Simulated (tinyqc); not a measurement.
Inside a calculation. Method: coherent transport through a tight-binding region between two chains. Computed by tinyqc, a small Python program that keeps every step. Settings: temperature = 77, mu = 0.25. Command: `OMP_NUM_THREADS=1 python tinyqc.py 20786 20787 out.jsonl` (the two numbers bound the seeds that draw the settings). One thread of a shared host (Intel(R) Xeon(R) Processor @ 2.60GHz), about 0.1 s of CPU time with the checks.

## Transmission at E = -0.78 eV

H of the central region (eV):
```
,1,2,3,4,5
1,0.000000,-1.180000,0.000000,0.000000,0.000000
2,-1.180000,1.200000,-1.580000,0.000000,0.000000
3,0.000000,-1.580000,1.200000,-1.400000,0.000000
4,0.000000,0.000000,-1.400000,1.200000,-0.360000
5,0.000000,0.000000,0.000000,-0.360000,0.000000
```

Leads: semi-infinite chains with site energy 0:
```
parameter,value
lead hopping t (eV),1.420000
coupling to the left lead (eV),0.570000
coupling to the right lead (eV),0.480000
left contact site,1
right contact site,5
```

E = -0.780000 eV

Surface Green function g = (E - i sqrt(4 t^2 - E^2)) / (2 t^2); self-energy tc^2 g on each contact site; G = (E - H - Sigma)^(-1); Gamma = -2 Im Sigma; T = Gamma_L Gamma_R |G_LR|^2; local density of states -Im G_ii / pi.

g = -0.193414-0.677144i 1/eV

G (1/eV):
```
,1,2,3,4,5
1,-0.399089-0.059199i,0.593869+0.038429i,1.042269+0.092370i,0.803843+0.087268i,0.367868+0.120757i
2,0.593869+0.038429i,0.368096-0.087368i,0.650674-0.138186i,0.504816-0.096834i,0.246091+0.004804i
3,1.042269+0.092370i,0.650674-0.138186i,0.036998-0.242155i,0.032279-0.186523i,0.033655-0.084164i
4,0.803843+0.087268i,0.504816-0.096834i,0.032279-0.186523i,-0.524069-0.154513i,-0.230133-0.124455i
5,0.367868+0.120757i,0.246091+0.004804i,0.033655-0.084164i,-0.230133-0.124455i,-1.396611-0.357195i
```

local density of states (1/eV): 0.018844  0.027810  0.077080  0.049183  0.113699

transmission = 0.020582

## Transmission across the band

The same steps on a grid of energies.

T(E):
```
E (eV),T
-2.69800000,2.79e-07
-2.42820000,2.30e-06
-2.15840000,0.000013
-1.88860000,0.000086
-1.61880000,0.000978
-1.34900000,0.064202
-1.07920000,0.013559
-0.80940000,0.018522
-0.53960000,0.080694
-0.26980000,0.881535
0.00000000,0.902442
0.26980000,0.251639
0.53960000,0.034984
0.80940000,0.012401
1.07920000,0.008464
1.34900000,0.012607
1.61880000,0.280458
1.88860000,0.003944
2.15840000,0.000529
2.42820000,0.000128
2.69800000,0.000027
```

levels of the isolated region (eV): -1.318022  -0.254272  0.116417  1.611296  3.444581

## Current

I = (2e/h) int T(E) [f(E - mu - V/2) - f(E - mu + V/2)] dE at 77 K with mu = 0.25 eV, the bias not changing H; 2e^2/h = 77.48092 microsiemens; the integral runs over the band on 4001 points.

Current:
```
V (volt),I (microampere)
0.010000,0.236179
0.050000,1.191076
0.100000,2.444297
0.200000,5.335019
0.400000,12.637561
0.800000,27.104197
```
